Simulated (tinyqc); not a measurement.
Heterojunction of two tight-binding chains: one step. Transmission. Four cases, with inputs chosen for the exercise.

Question. The last site of the left chain has energy 2 t1 + U, and S1, S2 are the self-energies of the two half chains on it. G = 1/(E - 2 t1 - U - S1 - S2); T = 4 Im(S1) Im(S2) |G|^2.

Case 1.

Values chosen (out of a larger set: masses and offset of the size met at InGaAs / InP; not measured data): E = 0.222 eV (electron energy); U = -0.99 eV (extra energy on the last left site).

t1 = 5.537765 eV
S1 = -5.4267647-1.1032057i eV
S2 = -5.5172996-0.4756503i eV

Case 2.

Values chosen (out of a larger set: masses and offset of the size met at InGaAs / InP; not measured data): E = 0.276 eV (electron energy); U = -1.29 eV (extra energy on the last left site).

t1 = 2.652244 eV
S1 = -2.5142443-0.8443787i eV
S2 = -4.2386651-0.5773492i eV

Case 3.

Values chosen (out of a larger set: masses and offset of the size met at InAs / GaSb; not measured data): E = 1.06 eV (electron energy); U = 0 eV (extra energy on the last left site).

t1 = 16.933254 eV
S1 = -16.4032538-4.2033735i eV
S2 = -16.6838538-2.8955322i eV

Case 4.

Values chosen (out of a larger set: masses and offset of the size met at Si / SiGe; not measured data): E = 0.43 eV (electron energy); U = 0.5 eV (extra energy on the last left site).

t1 = 2.792914 eV
S1 = -2.5779144-1.0745828i eV
S2 = -1.7405206-0.5730550i eV

Give: G; T.

Answer.

Case 1.

G = 0.2952-0.4313i 1/eV
T = 0.5734

A fraction 0.4266 is reflected although the electron lies above the step.

Case 2.

G = 0.2714-0.1280i 1/eV
T = 0.1755

A fraction 0.8245 is reflected although the electron lies above the step.

Case 3.

G = 0.0056-0.1406i 1/eV
T = 0.9646

A fraction 0.0354 is reflected although the electron lies above the step.

Case 4.

G = -0.2970-0.3659i 1/eV
T = 0.5470

A fraction 0.4530 is reflected although the electron lies above the step.

Computed by tinyqc, one run a case: `OMP_NUM_THREADS=1 python tinyqc.py N N+1 out.jsonl` with N = 1450071, 1450142, 1450219, 1450249; one thread of a shared Intel(R) Xeon(R) Processor @ 2.30GHz, about 0.01 s a run at most.
